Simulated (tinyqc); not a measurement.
## Delay unit and parasitic delay from two ring oscillators

Inverse problem. A ring of 51 inverters oscillates at 1/(2 x 51 d), with stage delay d = tau (h + p) for fan-out h. Find tau, p and the delay at fan-out 4.

frequencies of 51-stage ring oscillators with fan-out 1 and 4 (GHz): [0.56615088, 0.27025321]

Answer. d is a straight line in h with slope tau and intercept tau p.

tau = 6.320 ps
p = 1.740
delay at fan-out 4 = 36.28 ps

Numbers from tinyqc (`OMP_NUM_THREADS=1 python tinyqc.py 2082071 2082072 out.jsonl`; about 0.01 s on one thread of a shared Intel Xeon 2.30GHz).
